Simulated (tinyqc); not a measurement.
# Potential-pH (Pourbaix) lines of a metal, its cation, its oxide and an oxyanion, with a complexing ligand, step by step

A worked calculation. Computed by tinyqc, a small Python program that keeps every step. Command: `OMP_NUM_THREADS=1 python tinyqc.py 3016244 3016245 out.jsonl pourb walk`. One thread of a shared host (Intel(R) Xeon(R) Processor @ 2.30GHz), about 0.01 s of CPU time with the checks. Intermediate numbers are printed to about 6 digits and carried at full precision; extremes and crossings named in words are read from the listed rows.

Potentials are against the standard hydrogen electrode; solids and water have unit activity; dG_f of M, H+ and the electron is zero; F = e N_A and s = R T ln(10)/F. The cation carries z = 2.

Inputs (values chosen for the exercise, modelled on nickel): dG_f of the cation = -46.05 kJ/mol; dG_f of the oxide = -212.34 kJ/mol; dG_f of the oxyanion = -262.02 kJ/mol; dG_f of water = -237.14 kJ/mol; temperature T = 298.15 K; log10 of the dissolved activity a = -2; pH = 2.8; potential E = 1.1 V; log10 of the stability constant beta of ML = 13; pKa of HL = 8.2; total ligand c_L = 0.0019 mol/L; limiting current density i_L = 0.00035 A/cm^2; molar volume V_m = 6.59 cm^3/mol.

Species: M, M2+, MO, MO2(2-).

exchange current densities, metal and cathodic (A/cm^2): [4.4e-07, 2.4e-12]

Tafel slopes, anodic and cathodic (mV/decade): [45, 95]

Constants: R = 8.314462618 J/(mol K); e = 1.602176634e-19 C; N_A = 6.02214076e+23 1/mol.

## Standard potentials

M2+ + 2e = M; MO + 2H+ + 2e = M + H2O; MO2(2-) + 4H+ + 2e = M + 2H2O. For each, E0 = -dG/(z F), and E = E0 + (s/z) log10 a - (s n_H/z) pH, with no activity term for the oxide.

s = 0.0591593 V

E0 (V): cation -0.23864, oxide 0.12852, oxyanion 1.09996

The metal is less noble than hydrogen.

## Vertical lines

Two oxidised species coexist where their lines against the metal cross: pH1 (cation/oxide) = [E0(oxide) - E0(cation)]/s - (log10 a)/z; pH2 (oxide/oxyanion) = {[E0(oxyanion) - E0(oxide)]/s + (log10 a)/z}/(4/z - 1).

pH1 = 7.20619

pH2 = 15.4208

width of the oxide field, pH2 - pH1 = 8.21459

The oxide is stable from pH 7.21 to 15.42; each decade less of dissolved metal narrows this field by 1.00 pH units.

## The stable species at (pH, E)

The metal is stable below the lowest of the three lines; above it, the species of the lowest line is stable. Water lines at 1 bar: hydrogen E = -s pH, oxygen E = -dG_f(water)/(2F) - s pH.

lines at this pH (V): cation -0.297797, oxide -0.037129, oxyanion 0.709508

upper limit of immunity = -0.297797 V

hydrogen line = -0.165646 V

oxygen line = 1.06325 V

E above the limit of immunity = 1.39780 V

Stable here: the cation (corrosion). The point lies outside the stability range of water. Water itself can oxidise the metal at this pH. Caution: other oxidation states, hydroxides and hydrides are left out, and the lines say nothing of rates.

## A complexing ligand

The free ligand is c_L/(1 + 10^(pKa - pH)) (ligand in excess); dissolved metal is a in all, so the free cation is a/alpha, alpha = 1 + beta [L]; the cation line drops by (s/z) log10 alpha.

free ligand = 7.56401e-09 mol/L

log10 alpha = 4.87876

cation line with ligand = -0.442109 V

that line less the oxide line = -0.404979 V

With the ligand the dissolved state lies below the oxide: the oxide dissolves at this pH. Caution: the ligand is not in tenfold excess over the metal, as assumed.

## Mixed potential with oxygen reduction

Anodic i = i0a 10^((E - E_a)/b_a) with E_a the cation line with ligand; cathodic i = i0c 10^((E_c - E)/b_c) with E_c the oxygen line; supply caps the cathodic current, 1/i_c = 1/i(Tafel) + 1/i_L. E_corr makes the two currents equal. Without the cap it would be [b_c E_a + b_a E_c + b_a b_c log10(i0c/i0a)]/(b_a + b_c). Rate = i V_m/(z F). Films are left out.

E_corr without the cap = -0.118962 V

corrosion potential E_corr = -0.311581 V

corrosion current density = 3.50000e-04 A/cm^2

i/i_L = 1.000000

etch rate = 7.17155 nm/min

The current sits at the supply limit: stirring or more oxidant, not the ligand, sets the rate. Caution: E_corr lies below the hydrogen line, so hydrogen evolution, left out here, adds cathodic current.

## The diagram with and without ligand

The formulas are those given above.

Lines against the metal (V); the species with the lowest line is stable above it:
```
pH     cation      oxide  oxyanion  stable above  cation with ligand  stable above, ligand
0   -0.297797   0.128517   1.04080        cation           -0.359392             dissolved
2   -0.297797   0.010198   0.80416        cation           -0.418446             dissolved
4   -0.297797  -0.108120   0.56753        cation           -0.477603             dissolved
5   -0.297797  -0.167280   0.44921        cation           -0.507176             dissolved
6   -0.297797  -0.226439   0.33089        cation           -0.536683             dissolved
7   -0.297797  -0.285599   0.21257        cation           -0.565557             dissolved
8   -0.297797  -0.344758   0.09425         oxide           -0.589639             dissolved
9   -0.297797  -0.403917  -0.02407         oxide           -0.599949             dissolved
10  -0.297797  -0.463077  -0.14239         oxide           -0.601637             dissolved
12  -0.297797  -0.581395  -0.37902         oxide           -0.601837             dissolved
14  -0.297797  -0.699714  -0.61566         oxide           -0.601839                 oxide
```

Without ligand the oxide holds 5 of the eleven rows (pH 8 to 14), with it 1 (pH 14). The ligand acts once beta [L] exceeds 1, from pH = pKa - log10(beta c_L) = -2.1 on, that is in all rows; its line then falls by at most s/z per pH unit and flattens beyond pKa, 0.304 V below the free cation at most. The oxide line falls faster, by s per pH unit, so the oxide takes over again at higher pH.

Checks made by the program: the lines cross at pH1 and pH2 (relative difference below 1e-10).
